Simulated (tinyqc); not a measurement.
Hopping conduction between localised states: one step, computed by the program tinyqc.

Energies are counted from the Fermi level. A small network shows the mechanism; the laws of an infinite system follow.

Question. Pair exponents. Miller-Abrahams exponent s_ij = 2 r_ij/xi + (|E_i| + |E_j| + |E_i - E_j|)/(2 k_B T); G_ij = G_0 exp(-s_ij). The diagonal is set to 0 and not used.

Inputs (values chosen for the exercise, for a model impurity band): localisation length xi = 1.1 nm; temperature T = 42 K.

Dimension: 3D.

sites of the small network (nm, nm, meV):
```
,x,y,energy
1,0,3.6,0.26
2,2.21,3.04,-4.76
3,3.06,3.27,3.17
4,5.59,2.99,7.19
5,6.77,3.24,-3.03
6,9.08,0.31,-1.39
7,10,0.5,-6.91
8,12,3.05,-0.49
```

Constants: k_B = 8.617333262e-05 eV/K.

Give: s_ij.

Answer.

s_ij, lower triangle (symmetric):
```
,1,2,3,4,5,6,7,8
1,0.00
2,5.53,0.00
3,6.47,3.79,0.00
4,12.21,9.45,6.61,0.00
5,13.24,9.61,8.46,5.02,0.00
6,18.02,14.76,13.46,10.37,7.62,0.00
7,21.02,16.81,16.37,13.10,9.61,3.62,0.00
8,22.05,19.12,17.27,13.78,10.35,7.66,7.80,0.00
```
